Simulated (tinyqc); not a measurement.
# Rectangular fin or nanosheet with a gate all round, subbands and threshold shift from confinement: charge and subband filling against gate voltage

Undoped body with a flat potential across it, hard walls, transport along x. One isotropic valley (g = 1, mx = my = mz = me). Non-parabolicity enters the subband edges through E (1 + al E) = gamma, so E = 2 gamma/(1 + sqrt(1 + 4 al gamma)); motion within a subband is taken as parabolic with the band-edge mass. Energies are counted from the bulk band edge.

gamma = C pi^2 [a^2/(my (t + dl)^2) + b^2/(mz (H + dl)^2)], C = hbar^2/(2 m0). Each subband has N_k = g sqrt(2 mx m0 kB T/(pi hbar^2)). With degeneracy n = sum N_k F((EF - E_k)/Vt), F(x) = (1/sqrt(pi)) int_0^infinity u^(-1/2) du/(1 + exp(u - x)); gate: Vg = EF + q n/(Cg P), P = 2 (t + H), summed over the 60 lowest subbands at most, with Vg counted from the value that would put EF at the bulk band edge of an empty body. Cq = q dn/dEF.

Inputs (values chosen for the exercise); masses close to those of In0.53Ga0.47As: temperature T = 77 K; mass at the band edge me = 0.0409 m0; non-parabolicity al = 1.3 1/eV; width (along y) t = 7.1 nm; widening of the box by penetration into the insulator dl = 0 nm; gate capacitance per area of interface Cg = 1.6 uF/cm^2; height (along z) H = 42.6 nm.

Constants: q = 1.602176634e-19 C, kB = 1.380649e-23 J/K, hbar = 1.054571817e-34 J s, m0 = 9.1093837015e-31 kg, Vt = kB T/q, hbar^2/(2 m0) = 0.0380998212 eV nm^2. Results are converted to the units shown.

Charge and subband filling against gate voltage:

| Vg (V) | EF - E_1 (eV) | n (cm^-1) | n/P (cm^-2) | share of the lowest subband (%) | Cq/(Cg P) | total C/(Cg P) |
|---|---|---|---|---|---|---|
| 0.01 | -0.1459 | 1.640e-4 | 16.50 | 82.37 | 2.490e-10 | 2.490e-10 |
| 0.14 | -0.01634 | 4.689e4 | 4.717e9 | 81.68 | 0.06779 | 0.06349 |
| 0.26 | 0.05784 | 4.596e6 | 4.624e11 | 34.31 | 0.8508 | 0.4597 |
| 0.39 | 0.1273 | 1.060e7 | 1.067e12 | 22.17 | 0.8981 | 0.4732 |
| 0.51 | 0.1902 | 1.627e7 | 1.637e12 | 17.67 | 0.9661 | 0.4914 |
| 0.64 | 0.2561 | 2.264e7 | 2.277e12 | 14.74 | 0.9573 | 0.4891 |
| 0.76 | 0.3117 | 2.903e7 | 2.921e12 | 12.68 | 1.678 | 0.6266 |
| 0.89 | 0.3551 | 3.762e7 | 3.785e12 | 10.45 | 2.030 | 0.6699 |
| 1.01 | 0.3937 | 4.570e7 | 4.598e12 | 9.055 | 2.169 | 0.6844 |

EF passes E_1 = 0.156 eV at Vg = 0.160 V. The share of the lowest subband falls from 82.4 to 9.06 % and the total capacitance moves up and down between 2.49e-10 and 0.684 of Cg P. Between the last two rows 32 % of the added gate voltage goes into raising EF. For Vg = 0.51, 0.64, 0.76, 0.89, 1.01 the charge would bend the potential across the body by some 30 mV or more, which is left out.

Range of the model: Non-parabolicity also makes carriers heavier within each subband, which is left out, so densities of states are understated at high energy.

Program tinyqc, `OMP_NUM_THREADS=1 python tinyqc.py 2350104 2350105 out.jsonl`; Intel Xeon 2.30GHz, shared host, one thread, about 0.1 s.
